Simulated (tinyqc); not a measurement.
Grain growth, pinning, strength and diffusional creep of a polycrystal or thin film: one step, computed by the program tinyqc. Command: `OMP_NUM_THREADS=1 python tinyqc.py 3007965 3007966 out.jsonl grain walk`. One thread of a shared host (Intel(R) Xeon(R) Processor @ 2.30GHz), about 0.01 s of CPU time with the checks.

One mean grain size d describes the structure.

Problem. Grain size after the anneal. dd/dt = 2 M gamma (1/d - 1/d_lim) integrates to 2 M gamma t = d_lim (d0 - d) + d_lim^2 ln[(d_lim - d0)/(d_lim - d)]; without pinning d^2 = d0^2 + 4 M gamma t.

Inputs (values chosen for the exercise, modelled on nickel):
```
quantity,value,unit
boundary energy gamma,0.88,J/m^2
anneal temperature T,833,K
anneal time t,27,s
initial grain size d0,65,nm
```

mobility M = 1.224124e-15 m^4/(J s)

limit d_lim = 1975.895 nm

Give: size without pinning; grain size d.

Solution.

size without pinning = 347.23 nm

grain size d = 327.31 nm

Pinning holds d to 94 % of the free value.
